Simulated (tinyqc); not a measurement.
Deformation potentials from a strained empirical pseudopotential: one step. Xu of the Delta valleys and b. Two cases, with inputs chosen for the exercise.

Problem. For e = diag(-h/2, -h/2, h): E(Delta z) - E(Delta x) = Xu (ezz - exx), and without spin-orbit coupling E(Z) - E(X, Y) = 3 b (ezz - exx); Z is the single level, X and Y the pair.

Give: Xu; b.

Case 1.

Values chosen (out of a larger set: near those of Si; not measured data): h = 0.001 (size of the test strain).

Delta x, Delta z (eV): 1.1533550  1.1654265

valence levels (eV): -0.0099163  0.0049582  0.0049582

Solution.

Xu = 8.05 eV
b = -3.31 eV

Case 2.

Values chosen (out of a larger set: near those of Si; not measured data): h = 0.002 (size of the test strain).

Delta x, Delta z (eV): 1.0063875  1.0304953

valence levels (eV): -0.0196330  0.0098165  0.0098165

Solution.

Xu = 8.04 eV
b = -3.27 eV

Stretching along z raises the valleys on the z axis and lowers the Z valence state. One-sided differences carry an error of order h. A local potential fitted to band energies alone fixes these slopes only roughly; b tends to come out too large and Xu of L too small.

Computed by tinyqc, one run a case: `OMP_NUM_THREADS=1 python tinyqc.py N N+1 out.jsonl` with N = 1881195, 1881216; one thread of a shared Intel(R) Xeon(R) Processor @ 2.30GHz, about 0.2 s a run at most.
